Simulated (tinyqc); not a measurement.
Doping and voltage from widths and field.

Problem. In the depletion approximation an abrupt p-n junction has a triangular field: peak E = q Nd xn/(eps0 eps_r) = q Na xp/(eps0 eps_r), W = xn + xp, and Vbi - V = E W/2. Find Nd, Na and Vbi - V.

Values chosen for this exercise:

| symbol | value | unit | meaning |
|---|---|---|---|
| eps_r | 11.8 |  | relative permittivity |

Constants: q = 1.602176634e-19 C, eps0 = 8.8541878128e-14 F/cm where lengths are in cm. Results are converted to the units shown.

W = 199.76324 nm
peak field = 33.043899 kV/cm
xn = 45.847300 nm

Solution. Gauss's law on each side gives its doping from the peak field and its width; the voltage is the area of the triangle.

Nd = 4.70e16 cm^-3
Na = 1.40e16 cm^-3
Vbi - V = 0.330 V

tinyqc, about 0.02 s, one thread, Intel Xeon 2.30GHz (shared host): `OMP_NUM_THREADS=1 python tinyqc.py 2000159 2000160 out.jsonl`
